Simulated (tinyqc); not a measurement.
Luttinger-Kohn k.p, four valence bands, step by step. Computed by tinyqc, a small Python program that keeps every step. Settings: g1 = 14.73, g2 = 5.65, g3 = 6.92. Command: `OMP_NUM_THREADS=1 python tinyqc.py 27279 27280 out.jsonl` (the two numbers bound the seeds that draw the settings). One thread of a shared host (Intel(R) Xeon(R) Processor @ 2.60GHz), about 0.01 s of CPU time with the checks.

## Bloch Hamiltonian at k

Luttinger parameters chosen for this model; energies are counted downward from the top of the valence band:

| parameter | value | unit |
|---|---|---|
| g1 | 14.730000 |  |
| g2 | 5.650000 |  |
| g3 | 6.920000 |  |

k point k (1/angstrom): -0.010000  0.015000  -0.032000

P = c g1 k^2, Q = c g2 (kx^2 + ky^2 - 2 kz^2), R = c sqrt3 [-g2 (kx^2 - ky^2) + 2i g3 kx ky], S = 2 c sqrt3 g3 (kx - i ky) kz, c = hbar^2/2m = 3.809982 eV angstrom^2; rows [P+Q, -S, R, 0], [-S*, P-Q, 0, R], [R*, 0, P-Q, S], [0, R*, S*, P+Q]. The path ends lie at |k| = 0.03 1/angstrom.

H(k) at k (eV):
```
                      3/2                  1/2                -1/2                -3/2
3/2              0.038617  -0.029226-0.043839i  0.004661-0.013700i            0.000000
1/2   -0.029226+0.043839i             0.112797            0.000000  0.004661-0.013700i
-1/2   0.004661+0.013700i             0.000000            0.112797  0.029226+0.043839i
-3/2             0.000000   0.004661+0.013700i  0.029226-0.043839i            0.038617
```

## Levels at k

Diagonalise the Hermitian matrix.

eigenvalues (eV): 0.009669  0.009669  0.141746  0.141746

## Bands along a path

The same steps at evenly spaced points between the labelled ones.

Bands along the path (eV):

| k | band 1 | band 2 | band 3 | band 4 |
|---|---|---|---|---|
| [111] | 0.003052 | 0.003052 | 0.097966 | 0.097966 |
| [111]-G 0.33 | 0.001356 | 0.001356 | 0.043540 | 0.043540 |
| [111]-G 0.67 | 0.000339 | 0.000339 | 0.010885 | 0.010885 |
| G | 0.000000 | 0.000000 | 0.000000 | 0.000000 |
| G-[100] 0.33 | 0.001307 | 0.001307 | 0.009917 | 0.009917 |
| G-[100] 0.67 | 0.005227 | 0.005227 | 0.039670 | 0.039670 |
| [100] | 0.011761 | 0.011761 | 0.089256 | 0.089256 |

## Hole masses

E = c [g1 k^2 -/+ 2 sqrt(g2^2 k^4 + 3 (g3^2 - g2^2)(kx^2 ky^2 + ky^2 kz^2 + kz^2 kx^2))] with c = hbar^2/2m, and m* = hbar^2 k^2 / (2 E).

Masses (electron masses):

| direction | heavy | light |
|---|---|---|
| [100] | 0.291545 | 0.038417 |
| [110] | 0.676007 | 0.035739 |
| [111] | 1.123596 | 0.035002 |
